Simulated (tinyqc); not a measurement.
Transistor under a ferroelectric capacitor (negative capacitance), static model: one step of the calculation.

A ferroelectric film of thickness tf lies between the gate and an inner metal at potential v, which drives an ordinary transistor. One domain, P = Q (background permittivity neglected): Vg = v + tf (2 al Q + 4 be Q^3), al = -3 sqrt(3) Ec/(4 Pr), be = 3 sqrt(3) Ec/(8 Pr^3). Gate charge Q(v) = Qi + Cp v with the channel charge Qi = Cox n Vt ln(1 + exp((v - VT)/(n Vt))). Q in uC/cm^2, E in kV/cm; 1 nm times 1 kV/cm is 1e-4 V. Domains, leakage and the switching time are left out.

Task. Gate voltage against inner potential. Q(v) and Vg(v) as above. C = dQ/dv = Cox/(1 + exp(-(v - VT)/(n Vt))) + Cp; dVg/dv = 1 + C tf (2 al + 12 be Q^2); gain = dv/dVg.

Values chosen for this exercise; Pr and Ec close to those of hafnium oxide based films: temperature T = 300 K; capacitance of the inner oxide Cox = 3.7 uF/cm^2; overlap capacitance per gate area Cp = 1.18 uF/cm^2; threshold of the inner transistor VT = 0.4 V; subthreshold factor of the inner transistor n = 1.17; ferroelectric thickness tf = 5 nm.

Constants: q = 1.602176634e-19 C, kB = 1.380649e-23 J/K, Vt = kB T/q. Results are converted to the units shown.

v, point 0 to 8 (V): 0  0.1  0.2  0.3  0.4  0.5  0.6  0.7  0.8
al = -114.62101 kV cm/uC
be = 0.19830624 kV cm^5/uC^3

Give: Q; C; Vg; dVg/dv.

Result.

```
point  Q (uC/cm^2)  C (uF/cm^2)   Vg (V)   dVg/dv
0           0.0000       1.1800  0.00000  0.86475
1           0.1180       1.1802  0.08647  0.86475
2           0.2362       1.1850  0.17294  0.86426
3           0.3580       1.3108  0.25898  0.84995
4           0.5496       3.0300  0.33707  0.65379
5           0.9640       4.7492  0.38986  0.46090
6           1.4482       4.8750  0.43522  0.45338
7           1.9360       4.8798  0.48097  0.46243
8           2.4240       4.8800  0.52781  0.47477
```

dVg/dv is positive at all listed points; its smallest value, 0.453, means a gain of 2.21. Minimising dVg/dv over v puts the thickness at which the fold first appears at 9.12 nm.

Computed by the program tinyqc: `OMP_NUM_THREADS=1 python tinyqc.py 2860025 2860026 out.jsonl`, one thread of a shared Intel Xeon 2.30GHz, about 0.02 s for the whole run.
